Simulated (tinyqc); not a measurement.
Inside a calculation. Model: capacitance measurement on a leaky thin oxide: effects of series resistance and leakage.

Computed by the program tinyqc: `OMP_NUM_THREADS=1 python tinyqc.py 2022030 2022031 out.jsonl`, one thread of a shared Intel Xeon 2.30GHz, about 0.01 s for the whole run. Printed values are rounded.

The device is a capacitance C in parallel with a leakage conductance G, in series with Rs and Ls. An impedance meter reports either a parallel pair (Cp, Gp) from Y = 1/Z = Gp + i w Cp or a series pair (Cs, Rm) from Z = Rm + 1/(i w Cs); w = 2 pi f, dissipation D = Gp/(w |Cp|).

Inputs (values chosen for the exercise); values of the order met in thin-oxide MOS capacitors:

| symbol | value | unit | meaning |
|---|---|---|---|
| eox | 3.9 |  | relative permittivity of the gate insulator (close to silicon dioxide) |
| tox | 1.5 | nm | insulator thickness |
| A | 10000 | um^2 | gate area |
| zc | 0.46 | nm | oxide-equivalent thickness added by the accumulation layer |
| zp | 0 | nm | oxide-equivalent thickness added by gate depletion |
| Jg | 0.96 | A/cm^2 | gate leakage current density, not matched to the thickness |
| Vs | 0.22 | V | voltage for an e-fold rise of the leakage |
| Rs | 36 | ohm | series resistance |
| Ls | 410 | nH | series inductance |
| f | 50000 | Hz | measuring frequency |

Constants: eps0 = 8.8541878128e-14 F/cm where lengths are in cm. Results are converted to the units shown.

## True capacitance and conductance

EOT = 3.9 tox/eox; CET = EOT + zc + zp; C = 3.9 eps0 A/CET; G = Jg A/Vs.

EOT = 1.5 nm
CET = 1.96 nm
C = 176.180 pF
G = 436.364 uS

## What the meter reports

Z = Rs + i w Ls + 1/(G + i w C).

Z = 2291.38-285.95i ohm
Cp = 170.698 pF
Gp = 429.726 uS
Cs = 11131.8 pF
D = 8.01336

Cp is 3.1 % below C and Cs is 63.2 times it; G Rs = 0.0157, w C Rs = 0.00199 and G/(w C) = 7.88.
